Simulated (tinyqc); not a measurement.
## Avrami exponent and activation energy from three anneals

Inverse problem. Isothermal crystallisation follows X = 1 - exp(-(k t)^n) with k proportional to exp(-Ec q/(kB T)). Find n, k at both temperatures and Ec.

Constants: q = 1.602176634e-19 C, kB = 1.380649e-23 J/K. Results are converted to the units shown.

X at (402 K, 990 s), (402 K, 1980 s) and (422 K, 33 s): [0.24321034, 0.79328105, 0.43967881]

Answer. -ln(1 - X) = (k t)^n: the two times give n, and the two rates give Ec.

n = 2.500
k at 402 K = 6.059e-4 1/s
k at 422 K = 0.02436 1/s
Ec = 2.700 eV

Computed by the program tinyqc: `OMP_NUM_THREADS=1 python tinyqc.py 2490015 2490016 out.jsonl`, one thread of a shared Intel Xeon 2.30GHz, about 0.03 s for the whole run.
